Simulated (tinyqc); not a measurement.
# Resistance of a tapered via with liner, size effect and interface: several studies

A round via whose diameter grows from db at the bottom as D(z) = db + 2 z/tan(ang). The fill, of diameter D - 2 tl, starts above the bottom liner (thickness fb tl) and has rho = rho0 (1 + ks lam/(D - 2 tl)); the sidewall liner conducts in parallel with it. The bottom liner and the interface are crossed over the full area pi db^2/4. Spreading in the lines above and below is left out.

Inputs (values chosen for the exercise); fill metal close to molybdenum: diameter at the bottom db = 26 nm; height hv = 52 nm; sidewall angle ang = 89 degrees; bulk resistivity of the fill rho0 = 5.39 uohm cm; mean free path of the fill lam = 11.4 nm; size-effect factor ks = 0.9; liner on the sidewall tl = 0.2 nm; liner at the bottom over that on the sidewall fb = 1; resistivity of the liner rl = 240 uohm cm; interface resistivity at the bottom ri = 1.4e-12 ohm cm^2; ballistic conductance per area, about 3/(4 rho0 lam) Sb = 1.3e15 S/m^2; bulk resistivity of the second fill (close to copper) rho2 = 1.69 uohm cm; its mean free path lam2 = 39.6 nm; its liner tl2 = 2.9 nm.

Each table varies one quantity; the others keep the values above.

## Via resistance against the diameter at the bottom

Slices between z0 = fb tl and hv, evaluated at their midpoints: conductance per length pi/4 [(D - 2 tl)^2/rho + (D^2 - (D - 2 tl)^2)/rl], slice resistance = slice height over that. 2000 slices. R_fill = sum of the slices; R_bottom = rl fb tl/(pi db^2/4); R_interface = ri/(pi db^2/4); ballistic (Sharvin) limit 1/(Sb pi (db - 2 tl)^2/4); ideal cylinder rho0 hv/(pi db^2/4).

Via resistance against the diameter at the bottom:
columns A: db (nm); B: R_fill (ohm); C: R_bottom (ohm); D: R_interface (ohm); E: R (ohm); F: ballistic limit (ohm); G: R over ideal cylinder; H: largest part
```
A         B        C        D       E       F      G     H
6     221.2    16.98    4.951   243.1   31.23  2.453  fill
8.3   100.3    8.871    2.588   111.7   15.69  2.157  fill
11    51.05    5.051    1.473   57.57   8.717  1.952  fill
16    21.19    2.387   0.6963   24.28   4.025  1.741  fill
22    10.22    1.263   0.3683   11.85   2.099  1.608  fill
30    5.104   0.6791   0.1981   5.981   1.118  1.509  fill
42    2.442   0.3465   0.1011   2.889  0.5660  1.428  fill
58    1.220   0.1817  0.05299   1.455  0.2952  1.372  fill
80   0.6182  0.09549  0.02785  0.7416  0.1546  1.330  fill
```

R falls from 243 to 0.742 ohm. The fill is the largest part at db = 6 and in all other rows. R goes as db^(-2.40) between the first two rows and db^(-2.10) between the last two; area alone gives -2.

## Via resistance against the sidewall angle

Same model as above.

2000 slices.

The same in every row: R_bottom (ohm) = 0.9041; R_interface (ohm) = 0.2637; ballistic limit (ohm) = 1.494.

Via resistance against the sidewall angle:
```
ang (degrees)  R_fill (ohm)  R (ohm)  R over ideal cylinder  largest part
90                    7.591    8.759                  1.659          fill
89                    7.019    8.187                  1.551          fill
88                    6.526    7.694                  1.457          fill
87                    6.096    7.264                  1.376          fill
86                    5.718    6.886                  1.304          fill
84                    5.083    6.251                  1.184          fill
82                    4.570    5.738                  1.087          fill
```

What does the comparison show?

R falls from 8.76 to 5.74 ohm. The fill is the largest part at ang = 90 and in all other rows. The share of the two bottom terms goes from 13.3 to 20.4 %.

## Two fill metals against the diameter

2000 slices. R_fill = sum of the slices; R_bottom = rl fb tl/(pi db^2/4); R_interface = ri/(pi db^2/4). The second fill has rho2, lam2 and tl2 in place of rho0, lam and tl.

Results:
```
db (nm)  R, first fill (ohm)  R, second fill (ohm)  ratio second/first
8.5                    105.6                 750.6               7.108
12                     47.02                 177.8               3.782
17                     21.15                 58.71               2.776
24                     9.770                 23.84               2.440
35                     4.278                 9.901               2.314
70                    0.9801                 2.229               2.275
100                   0.4667                 1.064               2.280
```

Estimate the missing row, db = 49 nm.

Computed row:
```
db (nm)  R, first fill (ohm)  R, second fill (ohm)  ratio second/first
49                     2.079                 4.741               2.280
```

With this row back in the table: The ratio goes from 7.11 to 2.28. The first fill gives the lower R in every row.

tinyqc, about 0.01 s, one thread, Intel Xeon 2.30GHz (shared host): `OMP_NUM_THREADS=1 python tinyqc.py 2750017 2750018 out.jsonl`
